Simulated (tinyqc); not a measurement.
Worked calculation: plane-wave Kohn-Sham cycle with exchange-only LDA in a layered model solid. One step of it, computed by the program tinyqc.

Task: Iteration 1: levels at that k. Diagonalise the Hermitian matrix.

H (hartree), order -2, -1, +0, +1, +2:
```
[[1.086335, -0.290000, 0.000000, 0.000000, 0.000000],
 [-0.290000, 0.067705, -0.290000, 0.000000, 0.000000],
 [0.000000, -0.290000, -0.210104, -0.290000, 0.000000],
 [0.000000, 0.000000, -0.290000, 0.252910, -0.290000],
 [0.000000, 0.000000, 0.000000, -0.290000, 1.456746]]
```

Give: eigenvalues.

Result:

eigenvalues (hartree): [-0.4947, 0.0711, 0.3841, 1.1675, 1.5256]
